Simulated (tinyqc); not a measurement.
Longitudinal sound in a periodic multilayer: transfer matrices, stop bands and folded phonons: one step, computed by the program tinyqc. Command: `OMP_NUM_THREADS=1 python tinyqc.py 3000363 3000364 out.jsonl multilayer walk`. One thread of a shared host (Intel(R) Xeon(R) Processor @ 2.30GHz), about 0.01 s of CPU time with the checks.

Layers 1 and 2 repeat with period d = d_1 + d_2; waves travel normal to the layers, without loss. State vector (u, s): displacement u and stress divided by omega. Impedances Z = rho v are in 1e6 kg/(m^2 s).

Question. Transmission through N periods. A layer maps (u, s) by [[cos p, sin p/Z], [-Z sin p, cos p]], p = 2 pi f d_i/v_i; one period is M = M_2 M_1, and cos(q d) = trace(M)/2. For N periods A = M^N. A wave comes from a thick layer of material 1 and leaves into the substrate (Z_s): transmitted power T = 4 Z_1 Z_s/|Z_1 A_22 + Z_s A_11 - i (Z_1 Z_s A_12 - A_21)|^2, reflected power R = 1 - T.

Inputs (values chosen for the exercise, modelled on silica (layer 1), titanium nitride (layer 2) and gallium arsenide (substrate)):

| quantity | value | unit |
|---|---|---|
| velocity v_1 | 5860 | m/s |
| thickness d_1 | 29.7 | nm |
| velocity v_2 | 10400 | m/s |
| thickness d_2 | 88 | nm |
| periods N | 4 | - |
| frequency f | 53.5 | GHz |

M:
```
            1            2
1  0.06168529  -0.07452488
2    14.38640    -1.169566
```

Z_2 = 57.304

Z_1 = 12.8334

Z of the substrate = 25.164

Give: A = M^N; transmitted power T; T in decibel.

Answer.

A = M^N:
```
         1         2
1  -0.1746  -0.06379
2    12.31    -1.228
```

transmitted power T = 0.8671

T in decibel = -0.6193 dB
